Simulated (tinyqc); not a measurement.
Implanted layer, carriers, mobility and sheet resistance: two steps of the calculation.

A p-type layer from the surface x = 0 to the junction xj, N(x) = N0 exp(-(x - Rp)^2/(2 sg^2)). Local neutrality (no depletion at surface or junction, no spilling of carriers), intrinsic carriers neglected, full ionisation of active dopants.

Values chosen for this exercise; values close to those of boron in silicon over an n-type background: temperature T = 400 K; background doping of the opposite type Nb = 5.9e15 cm^-3; peak chemical concentration N0 = 1.4e20 cm^-3; mobility limit at high doping m1 = 44 cm^2/(V s); mobility limit at low doping, at 300 K m2 = 489 cm^2/(V s); reference doping of the mobility law Nr = 2.17e17 cm^-3; exponent of the mobility law am = 0.7; temperature exponent of m2 bt = 1.8; solubility limit of active dopant Ns = 1.95e20 cm^-3; straggle after annealing sg = 7.6 nm; projected range Rp = 9.1 nm.

Constants: q = 1.602176634e-19 C. Results are converted to the units shown.

Question 1. Junction depth and local values. xj = Rp + sg sqrt(2 ln(N0/Nb)); 10 equal steps from 0 to xj. Active dopant A = min(N, Ns); p = A - Nb; mobility mu = m1 + (m2 (T/300 K)^(-bt) - m1)/(1 + ((A + Nb)/Nr)^am).

Find: xj; x; N; A; p; mu.

Answer 1.

xj = 43.21 nm

```
point  x (nm)  N (cm^-3)  A (cm^-3)  p (1e20 cm^-3)  mu (cm^2/(V s))
0        0.00   6.836e19   6.836e19           0.684            48.33
1        4.32   1.149e20   1.149e20           1.149            47.03
2        8.64   1.397e20   1.397e20           1.397            46.64
3       12.96   1.230e20   1.230e20           1.230            46.89
4       17.29   7.838e19   7.838e19           0.784            47.94
5       21.61   3.614e19   3.614e19           0.361            50.70
6       25.93   1.206e19   1.206e19           0.121            58.01
7       30.25   2.913e18   2.913e18           0.029            78.51
8       34.57   5.093e17   5.093e17           0.005            131.4
9       38.89   6.443e16   6.443e16           0.001            214.1
10      43.21   5.900e15   5.900e15           0.000            262.8
```

The mobility runs from 46.6 to 263 cm^2/(V s).

Question 2. Sheet quantities by the trapezoid rule. Dose = integral of N, carrier sheet density = integral of p, 1/Rs = q integral of p mu, mean mobility 1/(q Rs sheet density), Hall mobility (unit Hall factor) = integral of p mu^2 over integral of p mu, Hall sheet density = (integral of p mu)^2/integral of p mu^2; all from 0 to xj.

```
point     x (nm)     N (cm^-3)  p (1e20 cm^-3)  mu (cm^2/(V s))
0       0.000000  6.8360615e19       0.6835472        48.332846
1       4.321451  1.1488999e20       1.1488409        47.028828
2       8.642902  1.3974701e20       1.3974111        46.644947
3      12.964354  1.2302318e20       1.2301728        46.888890
4      17.285805  7.8381836e19       0.7837594        47.943530
5      21.607256  3.6143316e19       0.3613742        50.702532
6      25.928707  1.2062148e19       0.1205625        58.007934
7      30.250158  2.9134352e18       0.0290754        78.505690
8      34.571610  5.0929589e17       0.0050340        131.35074
9      38.893061  6.4434587e16       0.0005853        214.06492
10     43.214512        5.9e15       0.0000000        262.84679
```

Give: dose; carrier sheet density; Rs; mean mobility; Hall mobility; Hall sheet density.

Answer 2.

dose = 2.342e14 cm^-2
carrier sheet density = 2.342e14 cm^-2
Rs = 556.8 ohm/square
mean mobility = 47.87 cm^2/(V s)
Hall mobility = 48.25 cm^2/(V s)
Hall sheet density = 2.323e14 cm^-2

Carriers make up 100 % of the dose. A Hall measurement weights the mobile tail, so its sheet density is 0.78 % below the true one.

tinyqc, about 0.01 s, one thread, Intel Xeon 2.30GHz (shared host): `OMP_NUM_THREADS=1 python tinyqc.py 2110024 2110025 out.jsonl`
